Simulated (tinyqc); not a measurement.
Input admittance of a MOSFET at zero drain bias: distributed channel and distributed gate: two steps of the calculation.

Source and drain grounded, strong inversion, w = 2 pi f, Cox = eps0 eox/tox. The channel is an RC line of resistance 1/(mu Cox Vo) per square fed from both ends, so one finger has the intrinsic admittance y = i w Cox L tanh(g)/g per width, g = (1/2) sqrt(i w tau), tau = L^2/(mu Vo). The vertical resistance rv/L is in series with y, the overlaps 2 i w Cov in parallel: y_t = 1/(1/y + rv/L) + 2 i w Cov. The gate strip is a line of Rsh/L per length loaded by y_t, so a finger has Y = y_t Wf tanh(k)/k, k = (Wf/sd) sqrt(y_t Rsh/L); the device has Nf Y.

Values chosen for this exercise; values of the order met in silicon radio-frequency transistors:
- eox = 9.05 (relative permittivity of the gate insulator (close to aluminium oxide))
- tox = 9.1 nm (insulator thickness)
- L = 0.77 um (channel length)
- Wf = 8.6 um (finger width)
- Nf = 16 (number of fingers)
- mu = 450 cm^2/(V s) (channel mobility)
- Vo = 0.54 V (gate overdrive)
- Rsh = 21 ohm/square (sheet resistance of the gate)
- rv = 0 ohm um^2 (vertical resistivity of the gate stack)
- sd = 1 (number of ends at which a finger is contacted)
- Cov = 0.23 fF/um (overlap and fringe capacitance on each side)
- f = 3.7 GHz (frequency)

Constants: eps0 = 8.8541878128e-14 F/cm where lengths are in cm. Results are converted to the units shown.

Question 1. Low-frequency resistances and capacitance. Low-frequency limits, with c = Cox L and ct = c + 2 Cov: R_strip = Rsh Wf/(3 sd^2 L Nf), R_ch = (c/ct)^2 L/(12 mu Cox Vo Wf Nf), R_vert = (c/ct)^2 rv/(L Wf Nf), C = ct Wf Nf.

Give: parts; sum; C; 1/(2 pi R C).

Answer 1.

parts (ohm): strip 4.8864, channel 1.9112, vertical 0
sum = 6.7976 ohm
C = 996.26 fF
1/(2 pi R C) = 23.501 GHz

The strip term is the largest, 71.9 % of the sum.

Question 2. Input impedance of the device. k and Y as defined; Z = 1/(Nf Y) = R + 1/(i w C); Q = |Im Z|/R; signal at the point farthest from a contact |1/cosh k|.

y_t = 7.42664+167.89888i uS/um

Wanted: k; Nf Y; R; C; Q; signal at the far point.

Answer 2.

k = 0.42070+0.40250i
Nf Y = 3.532+22.536i mS
R = 6.7888 ohm
C = 993.19 fF
Q = 6.3796
signal at the far point = 0.98331

Computed by the program tinyqc: `OMP_NUM_THREADS=1 python tinyqc.py 2262065 2262066 out.jsonl`, one thread of a shared Intel Xeon 2.30GHz, about 0.01 s for the whole run.
